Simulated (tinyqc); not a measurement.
Solubility, supersaturation, precipitation and gettering of an impurity in a silicon-like host: one step, computed by the program tinyqc.

The wafer was saturated at T1 and is then held at T.

Question. Ham's law for sinks of fixed radius. tau0 = 1/(4 pi n r0 D); C_fixed(t) = C_eq + (C0 - C_eq) exp(-t/tau0). If all excess precipitates, the final radius is r_f = [r0^3 + 3 (C0 - C_eq)/(4 pi n C_p)]^(1/3), with tau_f = 1/(4 pi n r_f D).

Inputs (values chosen for the exercise, modelled on oxygen in silicon):
```
quantity                                   value    unit
temperature of saturation T1                1300       K
anneal temperature T                        1196       K
sink density n                           2.9e+10  1/cm^3
initial sink radius r0                       2.4      nm
impurity density in the precipitate C_p  4.3e+22  1/cm^3
anneal time t                             510000       s
```

D(T) = 3.974653e-12 cm^2/s

C_eq(T) = 5.445788e+16 1/cm^3

C0 = 1.717837e+17 1/cm^3

Give: tau0; C_fixed(t); final radius r_f; tau_f.

Answer.

tau0 = 2.8766e+06 s

C_fixed(t) = 1.5272e+17 1/cm^3

final radius r_f = 28.221 nm

tau_f = 2.4464e+05 s

The sinks grow 11.8 times, so the fixed radius underrates the later rate. Caution: the barrier to homogeneous nucleation is below 35 k_B T for these inputs, so new precipitates would form and outnumber the fixed sinks assumed here.
